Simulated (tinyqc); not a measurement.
What each parameter does: two-band k.p model of the Delta valleys near the X point under shear strain.

Valley pair on the [001] axis, kz counted from the X point, c = hbar^2/2m0, k0 = kx0 2 pi/a. H = (c kz^2/ml + c (kx^2 + ky^2)/mt + c k0^2/ml) 1 + (2 c k0 kz/ml) sigma_z + (D exy - 2 c kx ky/Mp) sigma_x, so E = c kz^2/ml + c (kx^2 + ky^2)/mt + c k0^2/ml -/+ sqrt((2 c k0 kz/ml)^2 + (D exy - 2 c kx ky/Mp)^2). Without strain the lower band has its minima, E = 0, at kz = +/- k0. Shifts from diagonal strain are left out.

For |eta| < 1: k_min = k0 sqrt(1 - eta^2), E_min = -Delta eta^2/2, ml(eta) = ml/(1 - eta^2), 1/m[110] = 1/mt + eta/Mp, 1/m[1-10] = 1/mt - eta/Mp. For |eta| > 1 the minimum sits at X: E_min = -Delta (2 |eta| - 1)/2, ml(eta) = ml/(1 - 1/|eta|), and eta is replaced by its sign in the transverse masses. Here Delta = 2 c k0^2/ml and eta = D exy/Delta.

Constants: hbar^2/2m0 = 3.80998211 eV angstrom^2.

Inputs chosen for the exercise (near those of Si; shifted at random, so the results belong to these values and not to a real crystal):
```
symbol  value  unit      meaning
a       5.444  angstrom  lattice constant
ml      0.939  m0        longitudinal mass
mt      0.203  m0        transverse mass
kx0     0.149  2 pi/a    distance of the minimum from X
D       14     eV        shear deformation potential
Mp      0.231  m0        coupling mass
exy     0.013            shear strain
```

Delta = 2 c k0^2/ml, eta = D exy/Delta.

One parameter was then changed.

Results before and after:
```
case        eta  E_min (meV)  ml(eta) (m0)  m[110] (m0)  m[1-10] (m0)
base     0.7584       -69.01        2.2102       0.1218        0.6086
changed  0.7584       -69.01        2.2102       0.1166        0.4966
```

Which of these changes was made? (a) Mp = 0.21483 m0; (b) ml = 1.00473 m0; (c) exy = 0.01209; (d) mt = 0.18879 m0; (e) D = 13.02 eV; (f) kx0 = 0.15943 2 pi/a.

Answer: (d) mt = 0.18879 m0. Of the candidates, run in turn, only this one gives the changed row.

All candidates:
```
case                     eta  E_min (meV)  ml(eta) (m0)  m[110] (m0)  m[1-10] (m0)
base                  0.7584       -69.01        2.2102       0.1218        0.6086
ml = 1.00473 m0       0.8115       -73.84        2.9419       0.1185        0.7076
mt = 0.18879 m0       0.7584       -69.01        2.2102       0.1166        0.4966
kx0 = 0.15943 2 pi/a  0.6624       -60.28        1.6731       0.1283        0.4858
D = 13.02 eV          0.7053       -59.69        1.8684       0.1253        0.5339
Mp = 0.21483 m0       0.7584       -69.01        2.2102       0.1183        0.7164
exy = 0.01209         0.7053       -59.69        1.8684       0.1253        0.5339
```

Run: tinyqc, `OMP_NUM_THREADS=1 python tinyqc.py 1050144 1050145 out.jsonl`; Intel(R) Xeon(R) Processor @ 2.30GHz, one thread, shared host; about 0.01 s of CPU time with all checks.
